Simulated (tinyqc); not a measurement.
Vacuum evaporation: vapour pressure, source flux, thickness distribution, purity and step coverage: one step, computed by the program tinyqc. Command: `OMP_NUM_THREADS=1 python tinyqc.py 3111921 3111922 out.jsonl evap walk`. One thread of a shared host (Intel(R) Xeon(R) Processor @ 2.30GHz), about 0.01 s of CPU time with the checks.

Molecular flow, unit sticking of the metal, no re-evaporation. The background gas is taken as water vapour (18.015 g/mol, collision diameter 0.37 nm) at 300 K.

Task: Rate and uniformity on a fixed wafer above the source. A small source emits (n + 1) Phi area cos^n(phi)/(2 pi) per solid angle; on a parallel plane at height h and lateral distance l the arrival rate is (n + 1) Phi area/(2 pi h^2) x (1 + (l/h)^2)^(-(n + 3)/2). Growth rate = arrival rate x m/rho, m = M u. The wafer is fixed and centred above the source.

Inputs (values chosen for the exercise, modelled on copper, with constants for the liquid): molar mass M = 63.55 g/mol; film density rho = 8.96 g/cm^3; source temperature T = 1560 K; source area = 5.1 cm^2; directionality n = 3; source-to-wafer distance h = 59 cm; wafer radius R = 7.5 cm.

flux Phi = 1.692471e+18 1/(cm^2 s)

Constants: u = 1.6605390666e-27 kg.

Give: arrival rate at the centre; growth rate at the centre; edge over centre; non-uniformity (max - min)/(max + min); share of the material that lands on the wafer, 1 - (1 + (R/h)^2)^(-(n + 1)/2).

Result:

arrival rate at the centre = 1.5786e+15 1/(cm^2 s)

growth rate at the centre = 0.18592 nm/s

edge over centre = 0.95305

non-uniformity (max - min)/(max + min) = 2.4040 %

share of the material that lands on the wafer, 1 - (1 + (R/h)^2)^(-(n + 1)/2) = 3.1551 %
